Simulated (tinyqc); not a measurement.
Thin-film optics by transfer matrices: one step. Reflection and transmission. Four cases, with inputs chosen for the exercise.

Question. Close the stack on the substrate.

Indices N = n + i k. Snell: N0 sin(theta) = N_j sin(theta_j), with Im(N_j cos theta_j) >= 0. Admittance y_j = N_j cos theta_j for s and N_j/cos theta_j for p. Phase delta_j = 2 pi N_j cos theta_j d_j/lambda. Layer matrix [[cos delta, -i sin delta/y], [-i y sin delta, cos delta]], multiplied from the top down to M. (B, C) = M (1, y_sub); r = (y0 B - C)/(y0 B + C), R = |r|^2, T = 4 Re y0 Re y_sub/|y0 B + C|^2, absorbed in the films 1 - R - T.

Give: B, C; r; R; T into the substrate; absorbed in the films.

Case 1.

M:
```
            1           2
1   -0.118952  -0.662543i
2  -1.516601i    0.040465
```

y_j: ambient 1.000000, film 1 1.470000, film 2 2.017000, film 3 1.474000, substrate 3.661000+2.812000i

Answer.

B, C: 1.7441-2.4256i  0.1481-1.4028i

r = 0.3803+0.2289i
R = 0.1970
T into the substrate = 0.8030
absorbed in the films = 0.0000

The bare substrate would reflect 0.5058.

Case 2.

M:
```
            1           2
1    0.995897  -0.075902i
2  -0.107880i    0.995897
```

y_j: ambient 0.342020, film 1 1.192184, substrate 1.535360+3.608159i

Answer.

B, C: 1.2698-0.1165i  1.5291+3.4855i

r = -0.9090-0.2002i
R = 0.8664
T into the substrate = 0.1336
absorbed in the films = 0.0000

The bare substrate would reflect 0.8730.

Case 3.

M:
```
                     1                    2
1  -0.990684+0.014352i  -0.041253+0.077387i
2  -0.185557+0.341222i  -0.990684+0.014352i
```

y_j: ambient 2.923804, film 1 2.104525+0.008749i, substrate 1.591262+1.709931i

Answer.

B, C: -1.1887+0.0670i  -1.7865-1.3299i

r = 0.2470-0.3432i
R = 0.1788
T into the substrate = 0.6423
absorbed in the films = 0.1789

The bare substrate would reflect 0.2016.

Case 4.

M:
```
                    1                    2
1  0.700707-0.035164i  -0.011347-0.392278i
2  0.406979-1.664275i   0.497655-0.175915i
```

y_j: ambient 1.154701, film 1 2.795167+0.597764i, film 2 1.623545, substrate 0.879955+2.754788i

Answer.

B, C: 1.7714-0.4116i  1.3295-0.4481i

r = 0.1994+0.0465i
R = 0.0419
T into the substrate = 0.3320
absorbed in the films = 0.6261

The bare substrate would reflect 0.6535.

Computed by tinyqc, one run a case: `OMP_NUM_THREADS=1 python tinyqc.py N N+1 out.jsonl` with N = 1652783, 1680126, 1680128, 1680292; one thread of a shared Intel(R) Xeon(R) Processor @ 2.30GHz, about 0.02 s a run at most.
